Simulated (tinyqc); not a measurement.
Thin film between two gates, subbands and threshold shift from confinement: one step of the calculation.

Undoped body with a flat potential across it, hard walls, transport along x. Three valley pairs (g = 2 each) with the longitudinal mass along x, y or z. Non-parabolicity enters the subband edges through E (1 + al E) = gamma, so E = 2 gamma/(1 + sqrt(1 + 4 al gamma)); motion within a subband is taken as parabolic with the band-edge mass. Energies are counted from the bulk band edge.

Task. Lowest subbands. gamma = C (pi k/(t + dl))^2/mz, C = hbar^2/(2 m0). List the 6 lowest, labelled by valley axis and quantum numbers, with degeneracy g and N_k: N_k = g sqrt(mx my) m0 kB T/(pi hbar^2).

Values chosen for this exercise; masses close to those of silicon: temperature T = 77 K; longitudinal mass ml = 0.912 m0; transverse mass mt = 0.191 m0; non-parabolicity al = 0.5 1/eV; film thickness (along z) t = 9.8 nm; widening of the box by penetration into the insulator dl = 0.3 nm.

Constants: q = 1.602176634e-19 C, kB = 1.380649e-23 J/K, hbar = 1.054571817e-34 J s, m0 = 9.1093837015e-31 kg, Vt = kB T/q, hbar^2/(2 m0) = 0.0380998212 eV nm^2. Results are converted to the units shown.

Wanted: E_k; g; N_k.

Result.

```
subband,E_k (eV),g,N_k (cm^-2)
z1,0.0040338,2,1.0588e12
z2,0.016039,2,1.0588e12
x1,0.019117,2,2.3137e12
y1,0.019117,2,2.3137e12
z3,0.035738,2,1.0588e12
z4,0.062704,2,1.0588e12
```

tinyqc, about 0.05 s, one thread, Intel Xeon 2.30GHz (shared host): `OMP_NUM_THREADS=1 python tinyqc.py 2350098 2350099 out.jsonl`
